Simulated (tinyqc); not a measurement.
CIS on RHF in the sto-3g basis, frozen core, for BeH2, spin multiplicity 1, step by step. One step of it, computed by the program tinyqc.

Task: CIS singlet states. Diagonalise A (1 hartree = 27.211386 eV); each vector has its largest component positive (the first on a tie). The transition dipole is mu = sqrt2 sum c_ia <i|r|a>.

CIS matrix A, singlet (hartree), order 2>4, 2>5, 2>6, 2>7, 3>4, 3>5, 3>6, 3>7:
```
[[0.393840, 0.000000, -0.002038, -0.000038, -0.006143, 0.000000, -0.000108, -0.000990],
 [0.000000, 0.393957, 0.000000, 0.000000, 0.000000, -0.006148, 0.000000, 0.000000],
 [-0.002038, 0.000000, 0.654591, -0.000708, -0.000135, 0.000000, -0.001274, 0.006100],
 [-0.000038, 0.000000, -0.000708, 1.029872, 0.000977, 0.000000, -0.019344, 0.001420],
 [-0.006143, 0.000000, -0.000135, 0.000977, 0.301133, 0.000000, -0.003523, -0.000034],
 [0.000000, -0.006148, 0.000000, 0.000000, 0.000000, 0.301198, 0.000000, 0.000000],
 [-0.000108, 0.000000, -0.001274, -0.019344, -0.003523, 0.000000, 0.616100, 0.001109],
 [-0.000990, 0.000000, 0.006100, 0.001420, -0.000034, 0.000000, 0.001109, 1.026803]]
```

dipole integrals <i|r|a> (bohr), order 2>4, 2>5, 2>6, 2>7, 3>4, 3>5, 3>6, 3>7:
```
[[0.000000, 0.001405, 0.961629],
 [0.961832, 0.000000, 0.000000],
 [0.000000, -0.078916, 0.015137],
 [0.000000, -0.610396, -0.003200],
 [0.000000, 0.021866, -0.088682],
 [-0.088673, 0.000000, 0.000000],
 [0.000000, -1.163874, 0.000046],
 [0.000000, 0.036637, -0.039309]]
```

Give: singlet excitation energies; lowest vectors; oscillator strengths 2/3 w |mu|^2.

Result:

singlet excitation energies (eV): [8.182, 8.185, 10.728, 10.731, 16.740, 17.811, 27.932, 28.061]

lowest vectors, order 2>4, 2>5, 2>6, 2>7, 3>4, 3>5, 3>6, 3>7:
```
[[0.066, 0.000, 0.998, 0.000, 0.000, -0.008],
 [0.000, 0.066, 0.000, 0.998, 0.000, 0.000],
 [0.001, 0.000, 0.008, 0.000, 0.034, 0.999],
 [-0.001, 0.000, 0.000, 0.000, 0.047, 0.000],
 [0.998, 0.000, -0.066, 0.000, -0.011, 0.000],
 [0.000, 0.998, 0.000, -0.066, 0.000, 0.000],
 [0.011, 0.000, -0.001, 0.000, 0.998, -0.034],
 [0.000, 0.000, 0.001, 0.000, -0.003, -0.016]]
```

oscillator strengths 2/3 w |mu|^2: [0.000, 0.000, 0.490, 0.490, 1.168, 0.001]
